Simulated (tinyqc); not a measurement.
Bloch-Grueneisen resistivity of a metal: one step, computed by the program tinyqc. Command: `OMP_NUM_THREADS=1 python tinyqc.py 3014133 3014134 out.jsonl bg walk`. One thread of a shared host (Intel(R) Xeon(R) Processor @ 2.30GHz), about 0.01 s of CPU time with the checks.

Electrons scatter from a Debye spectrum of phonons (n = 5 for scattering within one band, n = 3 for scattering into a second, heavy band) and from static defects.

Problem. The integral and the phonon part. J_n(y) = int_0^y x^n e^x/(e^x - 1)^2 dx, by 96 Gauss-Legendre points (upper limit at most 60). rho_ph = (n - 1) rho_1 (T/Theta)^n J_n(Theta/T), with rho_1 = 2 pi lambda_tr k_B Theta/(hbar eps_0 w_p^2), the high-temperature line at T = Theta.

Inputs (values chosen for the exercise, modelled on copper): exponent n = 5; Debye temperature Theta = 346 K; temperature T = 373 K.

Addition: none.

rho_1 = 2.093261 microohm cm

Give: Theta/T; J_n; phonon resistivity rho_ph.

Solution.

Theta/T = 0.92761

J_n = 0.17653

phonon resistivity rho_ph = 2.1521 microohm cm

This is 95.4 % of the straight line rho_1 T/Theta.
